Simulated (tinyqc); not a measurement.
Inside a calculation. Model: biaxially strained (001) channel, valley splitting in an inversion layer.

Computed by the program tinyqc: `OMP_NUM_THREADS=1 python tinyqc.py 2530133 2530134 out.jsonl`, one thread of a shared Intel Xeon 2.30GHz, about 0.01 s for the whole run. Printed values are rounded.

A thin layer grown on a relaxed buffer is stretched in the plane. The two valleys with their long axis along the growth direction (D2) sink against the four in-plane ones (D4); confinement in a triangular well splits them too. Only the lowest subband of each set is kept; one relaxation time, so the weakening of intervalley scattering is left out.

Values chosen for this exercise; values close to those of silicon on relaxed silicon-germanium:

| symbol | value | unit | meaning |
|---|---|---|---|
| T | 350 | K | temperature |
| x | 0.17 |  | germanium share of the relaxed buffer |
| b1 | 0.0418 |  | lattice mismatch per unit x |
| c11 | 163 | GPa | elastic constant |
| c12 | 63.8 | GPa | elastic constant |
| Xu | 8.97 | eV | shear deformation potential |
| ml | 0.938 | m0 | longitudinal mass |
| mt | 0.185 | m0 | transverse mass |
| F | 0.67 | MV/cm | confining field |
| Ns | 1.6e12 | cm^-2 | inversion density |

Constants: q = 1.602176634e-19 C, kB = 1.380649e-23 J/K, hbar = 1.054571817e-34 J s, m0 = 9.1093837015e-31 kg, Vt = kB T/q, hbar^2/(2 m0) = 0.0380998212 eV nm^2. Results are converted to the units shown.

## Strain, stress and splitting

e_par = b1 x, e_perp = -2 (c12/c11) e_par, splitting D = Xu (e_par - e_perp), in-plane stress (c11 + c12 - 2 c12^2/c11) e_par.

e_par = 0.7106 %
e_perp = -0.5562734 %
D = 113.6385 meV
stress = 1.256738 GPa

## Subband edges and densities of states

Levels E(m) = 2.33811 (hbar^2 q^2 F^2/(2 m))^(1/3): E2 = E(ml), E4 = E(mt) + D; N2 = 2 mt kB T/(pi hbar^2), N4 = 4 sqrt(mt ml) kB T/(pi hbar^2).

E2 = 0.1325831 eV
E4 = 0.3414096 eV
N2 = 4.661652e12 cm^-2
N4 = 2.099353e13 cm^-2

Of the gap E4 - E2 = 209 meV, confinement gives 95.2 meV.

## Iteration 1: Fermi level by Newton steps

EF at the start = 0.133 eV

f = N2 ln(1 + exp((EF - E2)/Vt)) + N4 ln(1 + exp((EF - E4)/Vt)) - Ns, f' = [N2/(1 + exp((E2 - EF)/Vt)) + N4/(1 + exp((E4 - EF)/Vt))]/Vt, EF(new) = EF - f/f'.

f = 1.684477e12 cm^-2
f' = 7.850824e13 cm^-2/eV
EF after iteration 1 = 0.1115439 eV

## Iteration 2: Fermi level by Newton steps

As before.

f = 2.935576e11 cm^-2
f' = 5.170925e13 cm^-2/eV
EF after iteration 2 = 0.1058669 eV

## Course of the iteration: Fermi level by Newton steps

Stop when EF changes by less than 1e-10 eV, or after 40 iterations.

Course of the iteration:
```
iteration    EF (eV)  |change| (eV)
1          0.1115439         0.0215
2          0.1058669        5.68e-3
3          0.1054684        3.98e-4
4          0.1054666        1.88e-6
5          0.1054666       4.18e-11
```

Converged in 5 iterations. At the end the number of correct digits about doubles with each step.

## Share of the light valleys and conductivity mass

EF = 0.1054666 eV

EF solves Ns = N2 ln(1 + exp((EF - E2)/Vt)) + N4 ln(1 + exp((EF - E4)/Vt)); f2 is the share in D2, and 1/mc = f2/mt + (1 - f2)(1/mt + 1/ml)/2.

f2 = 0.9947465
mc = 0.1853909 m0

Without strain f2 would be 0.820 and mc 0.199 m0, so repopulation alone gains 7.6 % in mobility.
